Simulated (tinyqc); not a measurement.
Temperature and segregation coefficient: dopant redistribution at a moving silicon-oxide interface during parabolic oxidation. Computed by tinyqc, a small Python program. Command: `OMP_NUM_THREADS=1 python tinyqc.py 3027998 3027999 out.jsonl segox walk`. One thread of a shared host (Intel(R) Xeon(R) Processor @ 2.30GHz), about 0.01 s of CPU time with the checks.

Uniformly doped silicon is oxidised with x_ox = sqrt(B t); the interface advances into the silicon by alpha x_ox, alpha = 0.44. The dopant does not move in the oxide, and at the interface C(silicon) = m C(oxide).

Inputs (values chosen for the exercise, modelled on boron in silicon under steam):
```
quantity,value,unit
dopant prefactor D0,0.894,cm^2/s
dopant activation energy E,3.48,eV
oxidation prefactor B0,372,um^2/h
oxidation activation energy E_B,0.783,eV
segregation coefficient m = C(silicon)/C(oxide),0.23,-
```

Constants: k_B = 8.617333262e-05 eV/K.

Method:
- D = D0 exp(-E/(k_B T)), converted with 1 cm^2/s = 3.6e11 um^2/h; B = B0 exp(-E_B/(k_B T)); s = alpha sqrt(B/(4 D)), the interface advance over 2 sqrt(D t).
- Temperatures in kelvin are T(C) + 273.15.
- With the dopant diffusivity D and s = alpha x_ox/(2 sqrt(D t)), in the silicon C = C_B + (C_s - C_B) erfc(y/(2 sqrt(D t)))/erfc(s), y from the original surface. Dopant balance at the interface gives C_s/C_B = 1/[1 + (1/(m alpha) - 1) g], g = sqrt(pi) s exp(s^2) erfc(s).

C_s/C_B:
```
T (C),s,this m,m = 0.2,m = 1/alpha,m = 10
850,8.4108,0.10183,0.08856,1,4.2988
900,4.6446,0.10322,0.08978,1,4.0973
950,2.6924,0.10678,0.09293,1,3.6740
1000,1.6290,0.11447,0.09973,1,3.0589
1050,1.0238,0.12841,0.11210,1,2.4424
1100,0.6656,0.15027,0.13160,1,1.9685
1150,0.4460,0.18101,0.15925,1,1.6492
1200,0.3071,0.22088,0.19546,1,1.4428
```

What does the comparison show, and why?

s falls from 8.41 to 0.307 as T rises, because diffusion has the larger activation energy (3.48 against 0.783 eV); the ratio for this m moves from 0.102 to 0.221, towards 1. At m = 1/alpha the oxide takes exactly what the silicon held, and nothing moves. The ratio does not depend on time, since both lengths grow as sqrt(t).
